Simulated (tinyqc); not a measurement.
# Capacitance measurement on a leaky thin oxide: effects of series resistance and leakage: two studies

The device is a capacitance C in parallel with a leakage conductance G, in series with Rs and Ls. An impedance meter reports either a parallel pair (Cp, Gp) from Y = 1/Z = Gp + i w Cp or a series pair (Cs, Rm) from Z = Rm + 1/(i w Cs); w = 2 pi f, dissipation D = Gp/(w |Cp|).

Inputs (values chosen for the exercise); values of the order met in thin-oxide MOS capacitors: relative permittivity of the gate insulator (close to silicon nitride) eox = 7.62; insulator thickness tox = 2.9 nm; gate area A = 100 um^2; oxide-equivalent thickness added by the accumulation layer zc = 0.49 nm; oxide-equivalent thickness added by gate depletion zp = 0 nm; gate leakage current density, not matched to the thickness Jg = 0.6 A/cm^2; voltage for an e-fold rise of the leakage Vs = 0.22 V; series resistance Rs = 13 ohm; series inductance Ls = 0 nH; measuring frequency f = 1e6 Hz.

Constants: eps0 = 8.8541878128e-14 F/cm where lengths are in cm. Results are converted to the units shown.

Each table varies one quantity; the others keep the values above.

## Readings against frequency

EOT = 3.9 tox/eox; CET = EOT + zc + zp; C = 3.9 eps0 A/CET; G = Jg A/Vs. Z = Rs + i w Ls + 1/(G + i w C); CET read from Cp = 3.9 eps0 A/Cp; errors under 0.001 % are printed as 0.

The same in every row: C (pF) = 1.749.

Readings against frequency:
```
f (Hz)  Cp (pF)  Cs (pF)        D  error of Cp (%)  error of Cs (%)  CET read from Cp (nm)
1000      1.749  1.077e5    248.2         -7.09e-3           6.16e6                  1.974
3000      1.749  1.197e4    82.72         -7.09e-3           6.84e5                  1.974
10000     1.749     1079    24.82         -7.09e-3           6.16e4                  1.974
30000     1.749    121.4    8.272         -7.09e-3             6840                  1.974
1e5       1.749    12.52    2.482         -7.09e-3              616                  1.974
3e5       1.749    2.946   0.8273         -7.09e-3             68.4                  1.974
1e6       1.749    1.857   0.2483         -7.09e-3             6.16                  1.974
3e6       1.749    1.761  0.08315         -7.11e-3            0.684                  1.974
1e7       1.749    1.750  0.02625         -7.29e-3           0.0616                  1.974
3e7       1.749    1.749  0.01256         -8.93e-3          6.84e-3                  1.974
```

What does the table show?

D falls from 248 to 0.0126; without inductance its minimum lies at f = sqrt(G (1 + G Rs)/Rs)/(2 pi C) = 4.17e7 Hz. The error of Cp goes from -0.00709 to -0.00893 % and that of Cs from 6.16e6 to 0.00684 %; at low frequency Cp tends to C/(1 + G Rs)^2 and Cs grows as 1 + (G/(w C))^2. One of the two readings is within 2 % of C for f = 1000, 3000, 10000, 30000, 1e5, 3e5, 1e6, 3e6, 1e7, 3e7 Hz. For f = 1000, 3000, 10000, 30000, 1e5 D exceeds 1, where the accuracy of real meters degrades in proportion to sqrt(1 + D^2).

## Effect of the series resistance

Same model as above.

The same in every row: C (pF) = 1.749; Cs (pF) = 1.857.

Effect of the series resistance:
```
Rs (ohm)  Cp (pF)       D  error of Cp (%)  error of Cs (%)  CET read from Cp (nm)
1           1.749  0.2482                0             6.16                  1.974
3           1.749  0.2482         -1.64e-3             6.16                  1.974
10          1.749  0.2483         -5.46e-3             6.16                  1.974
30          1.749  0.2485          -0.0164             6.16                  1.975
100         1.748  0.2493          -0.0546             6.16                  1.975
300         1.746  0.2517           -0.165             6.16                  1.978
1000        1.739  0.2598           -0.555             6.16                  1.985
3000        1.719  0.2832            -1.72             6.16                  2.009
```

As Rs goes from 1 to 3000, the error of Cp goes from 0 to -1.72 %, that of Cs from 6.16 to 6.16 %, and D rises from 0.248 to 0.283. The CET read from Cp goes from 1.97 to 2.01 nm against the true 1.97 nm. Rs does not enter the imaginary part of Z, so Cs does not depend on it.

Numbers from tinyqc (`OMP_NUM_THREADS=1 python tinyqc.py 2022095 2022096 out.jsonl`; about 0.01 s on one thread of a shared Intel Xeon 2.30GHz).
